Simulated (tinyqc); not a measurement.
From results back to parameters: tight-binding t2g bands of a cubic perovskite. Three cases, with inputs chosen for the exercise.

Problem. At Gamma the t2g levels lie at 0 and at (Dso + Dt)/2 -/+ sqrt((Dso + Dt)^2/4 - 2 Dso Dt/3), with Dso > 0 and here Dt < 0. The two levels other than 0 come from hidden values.

Find: Dso, Dt.

Method. The sum of the two levels is Dso + Dt and their product 2 Dso Dt/3, so Dso and Dt are the roots of y^2 - S y + 3P/2 = 0; the positive one is Dso.

Case 1.

levels (eV): -0.236015  0.306015

Solution.

Dso, Dt (eV): 0.366  -0.296

Case 2.

levels (eV): -0.078956  0.034956

Solution.

Dso, Dt (eV): 0.046  -0.090

Case 3.

levels (eV): -0.089697  0.015697

Solution.

Dso, Dt (eV): 0.022  -0.096

Computed by tinyqc, one run a case: `OMP_NUM_THREADS=1 python tinyqc.py N N+1 out.jsonl` with N = 1451525, 1451761, 1451815; one thread of a shared Intel(R) Xeon(R) Processor @ 2.30GHz, about 0.01 s a run at most.
